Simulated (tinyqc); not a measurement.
Elastic strain and critical thickness of a cubic alloy layer A(1-x)B(x) on a thick substrate: one step, computed by the program tinyqc. Command: `OMP_NUM_THREADS=1 python tinyqc.py 3009473 3009474 out.jsonl misfit walk`. One thread of a shared host (Intel(R) Xeon(R) Processor @ 2.30GHz), about 0.01 s of CPU time with the checks.

Strain is positive in tension. The layer is coherent with the substrate unless said otherwise.

Question. Alloy by Vegard's rule, and misfit. a = (1 - x) a_A + x a_B, the same rule for each C_ij; misfit f = (a_S - a)/a, the in-plane strain of the coherent layer.

Inputs (values chosen for the exercise, modelled on Ge(1-x)Si(x) on Ge): fraction x of B = 0.51; lattice constant a_A = 5.658 angstrom; lattice constant a_B = 5.431 angstrom; substrate lattice constant a_S = 5.658 angstrom.

C11, C12, C44 of A (GPa): [130.1, 49.03, 65.72]

C11, C12, C44 of B (GPa): [164.4, 64.51, 78.55]

Give: free lattice constant a; elastic constants; misfit f.

Answer.

free lattice constant a = 5.54223 angstrom

elastic constants (GPa): C11 147.5930, C12 56.9248, C44 72.2633

misfit f = 0.02089

The layer is stretched in the plane by 2.09 %.
